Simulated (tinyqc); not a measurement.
The integration grid: Kohn-Sham R2SCAN on finer and finer grids in the sto-3g basis, for H4+, spin multiplicity 2. Computed by the program tinyqc with PySCF. Self-consistent on each grid; the net force on the molecule should vanish.

Geometry (angstrom):
```
atom       x       y       z
H     0.0000  0.0000  0.0000
H     0.0000  0.0000  0.8030
H     0.0000  1.3750  0.0000
H     0.0000  1.3750  0.8030
```

Kohn-Sham energy on Becke grids (radial x angular points per atom):
```
grid       points  residual of the electron count  E (hartree)  E - finest (mhartree)  largest net force without grid terms (hartree/bohr)
10 x 14       540                       -4.82e-03    -1.781927               0.180769                                             6.66e-16
15 x 26      1532                       -1.84e-02    -1.778737               3.370827                                             1.67e-16
20 x 50      3964                       -2.96e-03    -1.781388               0.720430                                             1.67e-16
30 x 86     10264                       -4.72e-04    -1.781992               0.115743                                             2.22e-16
50 x 194    38708                        1.50e-06    -1.782110              -0.002467                                             4.44e-16
75 x 302    90440                        7.76e-07    -1.782108              -0.000232                                             2.30e-16
120 x 590  282456                        1.16e-08    -1.782108               0.000000                                             3.33e-16
```

What does the comparison show, and why?

The energy is within 0.1 mhartree of the finest grid first at 50 x 194. The error has both signs, since quadrature is not variational. The net force vanishes by symmetry here, so only the electron count signals a poor grid.
